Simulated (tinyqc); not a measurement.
Worked calculation: donor near an oxide interface in a gate field (two-state model). Values are carried at full precision from step to step, so a last printed digit may differ when a step is redone from the rounded ones.

Interface at z = 0 (hard wall), donor at z = d, field F pulling electrons to the interface: potential e F z; 1 kV/cm = 1e-5 eV/angstrom, c = hbar^2/2m0, q = e^2/(4 pi eps0), Q = (eps - eo)/(eps + eo). Donor state: E_D = e F d - ED - q Q/(4 eps d), the last term joining the images of ion and electron. Interface state: z exp(-b z/2) exp(-rho^2/(2 L^2)) with E_z = c b^2/(4 mz) + 3 e F/b + q Q b/(8 eps), minimised over b; in the plane at z = 3/b the ion (distance D = d - 3/b) and its image (D' = d + 3/b) give E_rho = c/(mt L^2) - (q/eps)(sqrt(pi)/L)[erfcx(D/L) + Q erfcx(D'/L)], erfcx(x) = exp(x^2) erfc(x), minimised over L. E_I = E_z + E_rho.

Constants: hbar^2/2m0 = 3.80998211 eV angstrom^2; e^2/(4 pi eps0) = 14.39964547 eV angstrom.

Inputs chosen for the exercise (near those of a donor in Si below Si3N4, static dielectric constants; not measured data): d = 110 angstrom (depth of the donor); ED = 45.1 meV (bulk binding energy); mz = 0.899 m0 (mass across the interface); mt = 0.187 m0 (mass in the plane); eps = 11.6 (dielectric constant of the semiconductor); eo = 7.5 (dielectric constant of the oxide); F = 55.8 kV/cm (field in the semiconductor); aD = 15.6 angstrom (donor radius); v = 0.39 (valley factor).

## The interface state across the interface

Solve c b/(2 mz) - 3 e F/b^2 + q Q/(8 eps) = 0; give Q, b, the three terms of E_z and <z> = 3/b.

Q = 0.2147
b = 0.08749 1/angstrom

kinetic, field and image terms (meV): 8.11  19.13  2.91

<z> = 34.3 angstrom

The image pushes the electron away from the oxide; without it <z> would be 32.5 angstrom.

## Binding in the plane

Give D, D', the best L, both terms and E_rho.

D, D' (angstrom): 75.7  144.3

L = 88.8 angstrom

kinetic and Coulomb terms (meV): 2.59  -13.29

E_rho = -10.71 meV

The bottom of the well lies at -18.2 meV, so the level is 41 % of the way up; L/D = 1.17. Above the critical field the ionised donor would thus still hold its electron as a dot at the interface.

## Where the electron sits

The two states couple by t = t0 exp(-D/aD) with t0 = q/(eps aD) (2 aD/L) sqrt(aD b/2) v, v a valley factor; this form is an estimate. With detuning u = E_D - E_I the splitting is sqrt(u^2 + 4 t^2) and the lower state has weight (1 - u/sqrt(u^2 + 4 t^2))/2 on the donor.

Give E_D, E_I, t, the splitting and the donor weight.

E_D, E_I (meV): 15.67  19.45

t = 0.0703 meV
splitting = 3.78 meV
donor weight = 1.000

The electron is on the donor; the contact hyperfine coupling scales with the donor weight. With this t, the tunnelling time pi hbar/(2t) at a crossing would be 14.7 ps (hbar = 6.58212e-16 eV s); here the detuning is 53.7 t.

## Critical field

Find F at which E_D = E_I; compare the rule e F d = ED. The crossing width is 4t/(e D), with t and D formed anew at that field.

critical field = 60.9 kV/cm
ED/(e d) = 41.0 kV/cm
width = 0.35 kV/cm

The confinement energy E_z = 31.9 meV raises the field needed and the attraction E_rho = -10.6 meV lowers it; the result is 1.48 times the simple rule.

## Checks

- E_z without images against 1.5 x 6^(2/3)/2 (c (e F)^2/mz)^(1/3), meV: both 27.16.
- E_rho from the radial equation in the full Coulomb well against the Gaussian trial function, meV: -10.8 against -10.7.

(tinyqc, `OMP_NUM_THREADS=1 python tinyqc.py 1280352 1280353 out.jsonl`, Intel(R) Xeon(R) Processor @ 2.30GHz, 1 thread, shared host, about 0.07 s.)
